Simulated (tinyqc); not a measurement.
What moves the results: model-solid line-up of a strained alloy layer on a substrate. A value that a table varies takes the place of the one given here.

All values of the alloy are linear in x but the gap, Eg(x) = (1 - x) Eg_A + x Eg_B - C x (1 - x), and the valence edge, Ev(x) = (1 - x) Ev_A + x Ev_B + fv C x (1 - x); Ec = Ev + Eg. Ev is the top of the unstrained valence band on a scale common to all materials. In the layer only the Gamma valley of the conduction band is followed, also where an X or L valley would lie lower.

Coherent growth on a (001) face: e_par = (a_s - a)/a, e_perp = -2 (C12/C11) e_par; exx = eyy = e_par, ezz = e_perp, no shear.

Strained edges: Ec + ac tr(e); the valence edges are Ev plus the levels of the 6 x 6 matrix of X, Y, Z times spin with -Dso/3 + l exx + m (eyy + ezz) on the diagonal (cyclic), n exy off it, l = av + 2 b, m = av - b, n = sqrt(3) d. Spin-orbit term (Dso/3) L.sigma on X, Y, Z with (L_k)_ij = -i epsilon_kij: <X+|H|Y+> = -i Dso/3, <X+|H|Z-> = Dso/3, <Y+|H|Z-> = -i Dso/3, <Z+|H|X-> = -Dso/3, <Z+|H|Y-> = i Dso/3, <X-|H|Y-> = i Dso/3, and their conjugates; + and - are the spin along z.

dEc = Ec(substrate) - Ec(layer), dEv = Ev(layer) - Ev(substrate); positive values confine the carrier in the layer. Type I: both of one sign; type II: opposite signs; type III: the gaps do not overlap.

Coherent growth: e_par = (a_s - a)/a. (001): e_perp = -2 (C12/C11) e_par; exx = eyy = e_par, ezz = e_perp, no shear. (111): e_perp = -(2 C11 + 4 C12 - 4 C44)/(C11 + 2 C12 + 4 C44) e_par; exx = eyy = ezz = (2 e_par + e_perp)/3 and exy = eyz = ezx = (e_perp - e_par)/3. (110): e_perp = -(C11 + 3 C12 - 2 C44)/(C11 + C12 + 2 C44) e_par; exx = eyy = (e_par + e_perp)/2, ezz = e_par, exy = (e_perp - e_par)/2, eyz = ezx = 0.

Values chosen for the exercise (A near GaSb, B near GaAs, substrate near InP; not measured data): a = (6.093, 5.657) angstrom (lattice constant of A, B); Eg = (0.824, 1.531) eV (gap at Gamma to the s-like level of A, B); Dso = (0.762, 0.343) eV (spin-orbit splitting of A, B); Ev = (-0.03, -0.79) eV (top of the unstrained valence band of A, B); ac = (-7.52, -7.11) eV (conduction deformation potential of A, B); av = (0.81, 1.17) eV (valence hydrostatic potential of A, B); b = (-1.98, -2.01) eV (tetragonal shear potential of A, B); d = (-4.74, -4.77) eV (trigonal shear potential of A, B); C11 = (88.5, 123.8) GPa (of A, B); C12 = (40.8, 55.9) GPa (of A, B); C44 = (42.9, 60.9) GPa (of A, B); C = 1.686 eV (bowing of the gap); fv = 0.6 (share of the bowing taken by the valence edge); a_s = 5.869 angstrom (substrate); Eg_s = 1.435 eV (lowest gap of the substrate); Ev_s = -0.95 eV (substrate valence edge); face = 001 (growth face); x = 0.83 (fraction of B).

## Composition against offsets

Each composition is strained to the same substrate.

Results:
```
x     e_par (%)  relaxed gap (eV)  strained gap (eV)  valence splitting (meV)  dEc (eV)  dEv (eV)  type
0.10      -2.98             0.743              0.898                      187    -0.484     1.021    II
0.21      -2.21             0.693              0.808                      145    -0.364     0.991    II
0.33      -1.35             0.685              0.755                       94    -0.250     0.931    II
0.44      -0.54             0.720              0.748                       40    -0.163     0.850    II
0.56       0.34             0.804              0.760                       27    -0.086     0.761    II
0.67       1.17             0.925              0.766                       97    -0.031     0.700    II
0.79       2.10             1.103              0.809                      184     0.010     0.616     I
0.90       2.95             1.309              0.881                      273     0.031     0.523     I
```

How do the results move?

The alloy matches the substrate at x = 0.514, where the top valence edge changes its character and the splitting passes through zero. The strained gap runs from 0.898 to 0.881 eV, against 0.743 to 1.309 eV for the relaxed alloy: strain cancels the change that the composition makes. It is not monotonic; its extremes in the table are 0.748 and 0.898 eV. Strains above 2 % can be kept only in layers of a few nanometres. The type changes: II to I between x = 0.67 and 0.79. Offsets below about 50 meV are within the spread of parameter sets, so those rows do not settle the type.

## The same layer on three faces

Composition and substrate are kept.

Results:
```
face   e_perp (%)  tr(e) (%)  shift of Ec (meV)  shift of Ev (meV)  valence splitting (meV)  gap (eV)
(001)      -2.178      2.633             -189.1              152.5                    215.2    0.8313
(111)      -1.148      3.663             -263.0              173.3                    230.5    0.7366
(110)      -1.360      3.452             -247.8              169.3                    226.8    0.7558
```

What can be read from the table?

The layer yields most along the normal on (001) and least on (111), so the volume change, and with it the shift of Ec, is largest on (111). The valence splitting, set by b on (001), by d on (111) and by both on (110), is largest on (111). The gaps span 95 meV, from (111) to (001).

## What each parameter does

Strained gap, valence splitting and offsets. Each row changes one parameter from the base and keeps the others.

Results:
```
case                     gap (eV)  splitting (meV)  dEc (eV)  dEv (eV)
base                       0.8313            215.2    0.0192    0.5845
x = 0.85                   0.8441            231.3    0.0232    0.5677
a_s = 5.889 angstrom       0.7781            250.1    0.0466    0.6102
C = 1.786 eV               0.8172            215.2    0.0248    0.5929
fv = 0.8                   0.8313            215.2   -0.0284    0.6321
Ev_s = -0.9 eV             0.8313            215.2    0.0692    0.5345
av = (0.932, 1.346) eV     0.8269            215.2    0.0192    0.5889
d = (-5.451, -5.485) eV    0.8313            215.2    0.0192    0.5845
b = (-2.277, -2.311) eV    0.8091            251.3    0.0192    0.6067
```

What can be read from the table?

The largest shifts from the base row, up to three for each result and ties (the steps differ in size, so this ranks the rows, not the parameters). gap (eV): a_s -0.0532, b -0.0222, C -0.0141; unchanged at the printed digits by fv, Ev_s and d. splitting (meV): b +36.0, a_s +34.9, x +16.1; unchanged at the printed digits by C, fv, Ev_s, av and d. dEc (eV): Ev_s +0.0500, fv -0.0476, a_s +0.0274; unchanged at the printed digits by av, d and b. dEv (eV): Ev_s -0.0500, fv +0.0476, a_s +0.0258; unchanged at the printed digits by d.

Run: tinyqc, `OMP_NUM_THREADS=1 python tinyqc.py 1050047 1050048 out.jsonl`; Intel(R) Xeon(R) Processor @ 2.30GHz, one thread, shared host; about 0.01 s of CPU time with all checks.
